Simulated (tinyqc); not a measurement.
Alloy A(1-x)B(x) by interpolation with bowing, step by step. Values are carried at full precision from step to step, so a last printed digit may differ when a step is redone from the rounded ones.

Each gap follows E(x) = (1 - x) E_A + x E_B - C x (1 - x); the lattice constant follows Vegard, a(x) = (1 - x) a_A + x a_B.

Constants: hc = 1239.841984 eV nm; kB = 8.617333262e-05 eV/K.

Parameters, chosen for this exercise (A near AlAs, B near GaAs; not measured data):
```
symbol  value                 unit      meaning
a       (5.653, 5.66)         angstrom  lattice constant of A, B
x       0.32                            fraction of B
Eg      (3.109, 1.515)        eV        gap at Gamma to the s-like level of A, B
EgX     (2.244, 1.959)        eV        gap to the lowest valley along Gamma-X of A, B
EgL     (2.456, 1.791)        eV        gap to L of A, B
C       (0.348, 0.053, 0.1)   eV        bowing of the Gamma, X and L gaps
Dso     (0.282, 0.339)        eV        spin-orbit splitting of A, B
Ep      (21, 25.7)            eV        Kane energy of A, B
me      (0.1517, 0.0667)      m0        electron mass at Gamma of A, B
Cs      0                     eV        bowing of Dso
md      (0.1202, 0.89, 0.55)  m0        density-of-states masses of Gamma, all X and all L valleys
T       200                   K         temperature
```

## Gaps and lattice constant at x

Also give the wavelength hc/E of the lowest gap.

a(x) = 5.6552 angstrom

linear parts (eV): Gamma 2.5989, X 2.1528, L 2.2432

bowing terms C x (1 - x) (eV): Gamma 0.0757, X 0.0115, L 0.0218

gaps (eV): Gamma 2.5232, X 2.1413, L 2.2214

wavelength of the lowest gap = 579.0 nm

The lowest valley is X, so the gap is indirect; the next, L, lies 80 meV higher.

## Where the valleys cross

The difference of two gaps is a quadratic q2 x^2 + q1 x + q0 with q2 = C_i - C_j, q1 = (E_B - E_A - C)_i - (E_B - E_A - C)_j, q0 = E_A,i - E_A,j; give its roots between 0 and 1 (a dash: none).

Crossings:
```
pair         q2      q1      q0  first root  second root
Gamma-X   0.295  -1.604   0.865      0.6071            -
Gamma-L   0.248  -1.177   0.653      0.6415            -
X-L      -0.047   0.427  -0.212      0.5271            -
```

The lowest valley changes at x = 0.527 (X to L, gap 2.081 eV) and x = 0.642 (L to Gamma, gap 2.006 eV). The middle valley is lowest only in a narrow window, which small changes of the inputs would close. The other crossings lie above the lowest valley.

## Electron mass of the alloy

Mass at Gamma from the Kane formula 1/m = F + Ep (Eg + 2 Dso/3)/(Eg (Eg + Dso)). F is fixed by the masses of A and B and interpolated linearly, as is Ep; Eg and Dso carry their bowing.

Compare with the linear interpolation of the masses.

F of A, B: 0.0246  -0.9373

Ep, Eg, Dso at x (eV): 22.5040  2.5232  0.3002

m(x) from the Kane formula = 0.1202 m0
m(x) linear = 0.1245 m0

The Kane value lies 3.5 % below the linear one. The Gamma valley is not the lowest at this x.

## Shares of the electrons in the valleys

Non-degenerate: n_i proportional to md_i^(3/2) exp(-E_i/kT).

md^(3/2): Gamma 0.0417, X 0.8396, L 0.4079

(E - E_min)/kT: Gamma 22.16, X 0.00, L 4.65

shares: Gamma 0.000, X 0.995, L 0.005

X holds most electrons (99.5 %).

## Checks

- The Gamma and X gaps at their crossing x = 0.6071 (eV): both 2.0583.
- The Gamma and L gaps at their crossing x = 0.6415 (eV): both 2.0064.
- The X and L gaps at their crossing x = 0.5271 (eV): both 2.0806.

tinyqc: `OMP_NUM_THREADS=1 python tinyqc.py 1081406 1081407 out.jsonl`; about 0.01 s, one thread, shared Intel(R) Xeon(R) Processor @ 2.30GHz.
